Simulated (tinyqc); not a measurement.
Changing the adsorption energy of A, E_A: microkinetic model of a Langmuir-Hinshelwood surface reaction A + (1/2) B2 = AB with Bronsted-Evans-Polanyi barriers. Computed by tinyqc, a small Python program. Command: `OMP_NUM_THREADS=1 python tinyqc.py 3008524 3008525 out.jsonl microkin sweep`. One thread of a shared host (Intel(R) Xeon(R) Processor @ 2.30GHz), about 0.01 s of CPU time with the checks.

A adsorbs in equilibrium; B2 dissociates irreversibly on two free sites; adsorbed A and B react irreversibly and AB leaves at once. theta_A + theta_B + theta_* = 1.

Inputs (values chosen for the exercise, for a model catalyst):
```
quantity                              value   unit
adsorption energy per B atom, E_B     -0.61     eV
entropy loss of A, S_A                  1.4  meV/K
entropy loss of B2, S_B                 1.6  meV/K
slope a1 of the dissociation barrier   0.71      -
intercept b1                            1.2     eV
slope a2 of the reaction barrier        0.5      -
intercept b2                           0.31     eV
pressure p_A                           0.12    bar
pressure p_B                           0.43    bar
temperature T                           625      K
```

Constants: k_B = 8.617333262e-05 eV/K; hbar = 6.582119569e-16 eV s.

Method. K_A = exp(-(E_A + T S_A)/(k_B T)) per bar; barriers E1 = max(b1 + a1 2 E_B, 0), E2 = b2 - a2 (E_A + E_B); k1 = (k_B T/h) exp(-S_B/k_B) exp(-E1/(k_B T)) per bar, k2 = (k_B T/h) exp(-E2/(k_B T)), h = 2 pi hbar. theta_A = K_A p_A theta_*; 2 k1 p_B theta_*^2 = k2 theta_A theta_B, so theta_B = w theta_* with w = 2 k1 p_B/(k2 K_A p_A); theta_* = 1/(1 + K_A p_A + w); rate r = k2 theta_A theta_B.

One run for each value:
```
adsorption energy of A, E_A (eV)  rate r (1/s per site)    theta_A    theta_B    theta_*
-1.6                                          2.775e-08  1.000e+00  5.478e-10  1.188e-05
-1.4                                          4.659e-05  9.995e-01  1.437e-07  4.866e-04
-1.2                                          7.533e-02  9.804e-01  3.700e-05  1.957e-02
-1.0                                          3.941e+01  5.470e-01  5.419e-03  4.476e-01
-0.8                                          1.605e+02  2.692e-02  7.000e-02  9.031e-01
-0.6                                          8.779e+01  4.858e-04  3.315e-01  6.680e-01
-0.4                                          1.127e+01  4.246e-06  7.606e-01  2.394e-01
```

Over the rows, rate r (1/s per site) goes from 2.77e-8 through a maximum among these rows, 160 at -0.800, to 11.3; theta_A falls from 1.000 to 4.25e-6; theta_B rises from 5.48e-10 to 0.761. Strongly bound A blocks the pairs of sites that B2 needs; weakly bound A leaves B without a partner, and B fills the surface. Left out: -2.00, -1.80 (the rate is out of a useful range).

Caution (rows -0.400): B is close to or above its equilibrium coverage with B2 gas, so leaving out the desorption of B2 is not justified.

Extremes, crossings and ranges named in words are read from the listed rows.
